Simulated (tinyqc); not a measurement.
Undoped symmetric double-gate MOSFET, analytic potential model: one step of the calculation.

An undoped body of thickness ts between two equal insulators and tied gates; long channel, electrons only, n = ni exp((psi - V)/Vt) with V the quasi-Fermi potential (0 at the source, Vd at the drain), constant mobility, no quantisation. Across the body psi(x) = V - 2 Vt ln[(ts/(2 beta)) sqrt(q ni/(2 eps0 eps_r Vt)) cos(2 beta x/ts)], x from the centre. Q is the electron charge per area of the whole body.

Problem. Charges and drain current. beta (between 0 and pi/2) solves (Vg - V0 - V)/(2 Vt) = ln(beta) - ln(cos beta) + 2 r beta tan(beta). Q = 8 eps0 eps_r Vt beta tan(beta)/ts; I = mu (1/L)(4 eps0 eps_r/ts)(2 Vt)^2 [g(beta_s) - g(beta_d)] per width, g = beta tan(beta) - beta^2/2 + r beta^2 tan^2(beta), with beta_s at V = 0 and beta_d at V = Vd.

Inputs (values chosen for the exercise); material values close to those of silicon:
```
symbol  value        unit                                     meaning
T         400           K                                 temperature
eps_r    11.8              relative permittivity of the semiconductor
ts         20          nm                              body thickness
mu        140  cm^2/(V s)                            channel mobility
L         0.2          um                                 gate length
Vd        0.5           V                               drain voltage
```

Constants: q = 1.602176634e-19 C, kB = 1.380649e-23 J/K, Vt = kB T/q, eps0 = 8.8541878128e-14 F/cm where lengths are in cm. Results are converted to the units shown.

beta_s = 0.24670888
beta_d = 1.8246138e-4
r = 0.10181416

Find: Qs; Qd; g(beta_s); g(beta_d); I.

Solution.

Qs = 8.9502 nC/cm^2
Qd = 4.7958e-6 nC/cm^2
g(beta_s) = 0.032091
g(beta_d) = 1.6646e-8
I = 0.22309 uA/um

The term r beta^2 tan^2(beta), which gives the square law, makes up 1.22 % of g at the source.

Numbers from tinyqc (`OMP_NUM_THREADS=1 python tinyqc.py 2440117 2440118 out.jsonl`; about 0.03 s on one thread of a shared Intel Xeon 2.30GHz).
